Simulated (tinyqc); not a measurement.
Growth mode over temperature: epitaxial growth on a vicinal surface: Burton-Cabrera-Frank step flow, step-edge barrier and island nucleation. Computed by tinyqc, a small Python program. Command: `OMP_NUM_THREADS=1 python tinyqc.py 3006890 3006891 out.jsonl stepflow walk`. One thread of a shared host (Intel(R) Xeon(R) Processor @ 2.30GHz), about 0.01 s of CPU time with the checks.

Adatoms land at rate F, hop on a square grid (a simplification for hexagonal faces), desorb, or join steps. Lengths are in units of a and n is the adatom coverage. Steps ascend at x = 0 and descend at x = l.

Inputs (values chosen for the exercise, close to those used for 4H-SiC(0001)):

| quantity | value | unit |
|---|---|---|
| site spacing a | 3.08 | angstrom |
| step height h | 2.52 | angstrom |
| diffusion barrier E_d | 1.84 | eV |
| desorption energy E_a | 3.94 | eV |
| adatom formation energy E_f | 1.71 | eV |
| step-edge barrier E_s | 0.13 | eV |
| attempt frequency nu | 5 | THz |
| deposition rate F | 0.11 | layers/s |
| miscut angle | 0.3 | degrees |
| temperature T | 1460 | C |
| critical nucleus size i | 1 | - |

Constants: k_B = 8.617333262e-05 eV/K.

Method:
- D = nu exp(-E_d/(k_B T)) (a^2/s, nu counted per direction); tau = exp(E_a/(k_B T))/nu; x_s = sqrt(D tau); n_eq = exp(-E_f/(k_B T)); terrace width l = h/(a tan(miscut)); Schwoebel length l_s = exp(E_s/(k_B T)) - 1.
- D n'' - n/tau + F = 0 with n(0) = n_eq and -l_s n'(l) = n(l) - n_eq. With u = n - F tau, A = n_eq - F tau, y = l/x_s, s = l_s/x_s: u = A cosh(x/x_s) + B sinh(x/x_s), B = A (1 - cosh y - s sinh y)/(sinh y + s cosh y). Flux into the ascending step J+ = D B/x_s, over the descending one J- = -(D/x_s)(A sinh y + B cosh y); step velocity J+ + J-; growth rate (J+ + J-)/l. For small y: J+ + J- = (F - n_eq/tau) l, J-/J+ = l/(l + 2 l_s).
- Island density on a flat surface without desorption: N = 0.25 (F/D)^(i/(i+2)) exp(E_i/((i+2) k_B T)) per site, with E_i = 0 for i = 1; spacing l_n = N^(-1/2). Step flow needs an effective width l_eff = 2 x(peak) below l_n.
- Temperatures in kelvin are T(C) + 273.15.
- x(peak) solves tanh(x/x_s) = -B/A. Rows where evaporation outweighs deposition are left out.

Scales:

| T (C) | x_s (a) | l_s (a) | incorporated share | l_n (a) | l_eff/l_n |
|---|---|---|---|---|---|
| 1260 | 2828.6 | 1.6751 | 0.99973 | 37.087 | 4.2581 |
| 1310 | 2200.7 | 1.5932 | 0.99952 | 39.907 | 3.9551 |
| 1360 | 1738.7 | 1.5187 | 0.99914 | 42.751 | 3.6903 |
| 1410 | 1393.0 | 1.4505 | 0.99837 | 45.609 | 3.4575 |
| 1460 | 1130.5 | 1.3879 | 0.99668 | 48.478 | 3.2517 |
| 1510 | 928.2 | 1.3304 | 0.99271 | 51.351 | 3.0687 |
| 1560 | 770.4 | 1.2772 | 0.98323 | 54.224 | 2.9051 |
| 1610 | 645.7 | 1.2280 | 0.96079 | 57.092 | 2.7583 |
| 1660 | 546.2 | 1.1823 | 0.90897 | 59.952 | 2.6260 |

What does the comparison show, and why?

The ratio stays above 1: islands in every row. Incorporation goes from 100.0 % to 90.9 %.

Extremes, crossings and ranges named in words are read from the listed rows.
